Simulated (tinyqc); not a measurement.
Hydrostatic strain: sp3s* tight binding, strained.

sp3s* tight binding, nearest neighbours only: anion (a) at 0, cation (c) at a/4 (1,1,1), orbitals s, px, py, pz, s* on each; k in units of 2 pi/a. With phases e_j = exp(i (pi/2) k.n_j) for n = (1,1,1), (1,-1,-1), (-1,1,-1), (-1,-1,1): g0 = (e1+e2+e3+e4)/4, g1 = (e1+e2-e3-e4)/4, g2 = (e1-e2+e3-e4)/4, g3 = (e1-e2-e3+e4)/4. The diagonal holds the levels Esa, Epa, Exa (s*) and Esc, Epc, Exc. Anion-cation block: <sa|sc> = Vss g0; <sa|xc> = Vsapc g1; <xa|sc> = -Vscpa g1; <xa|xc> = Vxx g0; <xa|yc> = <ya|xc> = Vxy g3, <xa|zc> = <za|xc> = Vxy g2, <ya|zc> = <za|yc> = Vxy g1; <s*a|xc> = Vxapc g1; <xa|s*c> = -Vpaxc g1; y and z take g2 and g3 in place of g1; s-s* and s*-s* vanish.

Strain e moves each bond vector to d = (1 + e) d0 (no internal displacement for the diagonal strains used here) and k is given in fractions of the strained reciprocal cell, so the phases stay. Two-centre values Vss_sigma = Vss/4, Vsp_sigma = sqrt3 V/4 for each s-p and s*-p pair, Vpp_sigma = (Vxx + 2 Vxy)/4, Vpp_pi = (Vxx - Vxy)/4 are scaled by (d0/d)^eta and combined with the new direction cosines; the levels on the diagonal stay.

Parameters, chosen for this exercise (near a published set for GaAs, fitted to gaps, whose masses and valley positions are rough; not measured data): Esa = -8.324 eV (s level of the anion); Epa = 1.038 eV (p level of the anion); Esc = -2.666 eV (s level of the cation); Epc = 3.664 eV (p level of the cation); Exa = 8.573 eV (s* level of the anion); Exc = 6.696 eV (s* level of the cation); Vss = -6.486 eV (s-s); Vxx = 1.953 eV (px-px); Vxy = 5.041 eV (px-py); Vsapc = 4.509 eV (s anion, p cation); Vscpa = 5.765 eV (s cation, p anion); Vxapc = 4.804 eV (s* anion, p cation); Vpaxc = 4.824 eV (p anion, s* cation); eta = 3 (scaling exponent).

exx = eyy = ezz = e. Gaps as measured from the top of the valence band; the deformation potentials are (gap(0.01) - gap(-0.01))/0.06.

Gaps (eV):

| e | Gamma | Delta | L | x of the minimum |
|---|---|---|---|---|
| -0.03 | 2.3136 | 2.0592 | 2.0653 | 1.000 |
| -0.02 | 2.0589 | 2.0624 | 1.9430 | 1.000 |
| -0.01 | 1.8157 | 2.0671 | 1.8260 | 1.000 |
| 0.00 | 1.5835 | 2.0730 | 1.7144 | 1.000 |
| 0.01 | 1.3616 | 2.0800 | 1.6080 | 1.000 |
| 0.02 | 1.1496 | 2.0880 | 1.5068 | 1.000 |
| 0.03 | 0.9470 | 2.0937 | 1.4107 | 0.937 |

gap deformation potentials (eV): Gamma -7.569, Delta 0.216, L -3.633

Per unit of volume strain the gaps move by -7.57 (Gamma), +0.22 (Delta) and -3.63 eV (L). The lowest valley changes from the Delta line to L between e = -0.03 and -0.02 and from L to Gamma between e = -0.02 and -0.01. These potentials follow from the one exponent eta, which fitted models replace by one for each integral; with it the sizes are rough, the sign for Delta can be wrong (in Si, Ge and the III-V crystals measured values are small and positive), and the pressures at which valleys cross, and which valley takes over, are rough too. A gap of zero, where one is listed, marks an s level that has sunk below the valence top.

tinyqc: `OMP_NUM_THREADS=1 python tinyqc.py 1452139 1452140 out.jsonl`; about 0.1 s, one thread, shared Intel(R) Xeon(R) Processor @ 2.30GHz.
